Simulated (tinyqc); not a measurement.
## Double-gate transistor below threshold, two-dimensional Poisson equation on a small mesh: effect of the acceptor density of the depleted body

Half of a symmetric double-gate structure: row 0 is the mid-plane of the body, where the normal field vanishes. Mobile charge is neglected (subthreshold), the body is fully depleted, and potentials are counted from the intrinsic level; rows run upward to the gate, columns from source to drain.

Mesh: rows i = 0..12 in the semiconductor (step hs = tb/12, row 12 on the interface), then 8 step(s) ho = tox/8 up to the gate row 20; columns j = 0..80 (step hy = L/80). Box integration, divided by eps0: up_i = eps hy/h of the interval above row i, dn_i = that of the interval below (0 for row 0), lat_i = (sum of eps h/2 over the intervals above and below)/hy, s_i = -q Na w_i hy/eps0 with w_i the semiconductor height of the box (hs/2 for row 0 and the interface row, hs between, 0 in the insulator). Each free node obeys (up + dn + 2 lat) psi = up psi(above) + dn psi(below) + lat [psi(left) + psi(right)] + s. Fixed values: gate row Vg - Vfb; column 0 at Vbi and the last column at Vbi + Vd in the semiconductor, each running linearly to Vg - Vfb across the insulator. The system is solved directly. On row 0 the minimum of psi and its place come from a parabola through the three lowest nodes; barrier = Vbi - minimum, swing = Vt ln 10/(d psi/dVg), DIBL = (d psi/dVd)/(d psi/dVg) there. Lambda = pi/k with k the smallest positive root of tan(k tox) tan(k tb) = eox/eps_r.

Parameters, values chosen for the exercise; semiconductor permittivity made up:
```
symbol,value,unit,meaning
T,250,K,temperature
eps_r,9.54,,relative permittivity of the semiconductor
eox,3.9,,relative permittivity of the insulator
tb,5,nm,half the body thickness
tox,1.1,nm,insulator thickness
L,21,nm,channel length
Vbi,0.56,V,potential of the source
Vfb,0.13,V,gate offset
Vg,-0.1,V,gate voltage
Vd,0.5,V,drain voltage
```

Constants: q = 1.602176634e-19 C, kB = 1.380649e-23 J/K, Vt = kB T/q, eps0 = 8.8541878128e-14 F/cm where lengths are in cm. Results are converted to the units shown.

Effect of the acceptor density of the depleted body:

| Na (cm^-3) | L/Lambda | barrier (V) | place y/L | swing (mV/decade) | DIBL (mV/V) |
|---|---|---|---|---|---|
| 0 | 1.403 | 0.5308 | 0.4424 | 67.53 | 134.8 |
| 5e17 | 1.403 | 0.5498 | 0.4436 | 67.50 | 135.5 |
| 1e18 | 1.403 | 0.5688 | 0.4447 | 67.47 | 136.1 |
| 2e18 | 1.403 | 0.6068 | 0.4469 | 67.42 | 137.4 |
| 3e18 | 1.403 | 0.6448 | 0.4489 | 67.37 | 138.6 |
| 5e18 | 1.403 | 0.7210 | 0.4525 | 67.29 | 140.7 |

As Na goes from 0 to 5e18 cm^-3, the barrier rises from 0.531 to 0.721 V, the swing stays near 67.4 mV a decade and DIBL rises from 135 to 141 mV/V; the ideal swing is 49.6. The barrier top moves from y/L = 0.442 to 0.453, towards the middle.

Program tinyqc, `OMP_NUM_THREADS=1 python tinyqc.py 2480043 2480044 out.jsonl`; Intel Xeon 2.30GHz, shared host, one thread, about 0.1 s.
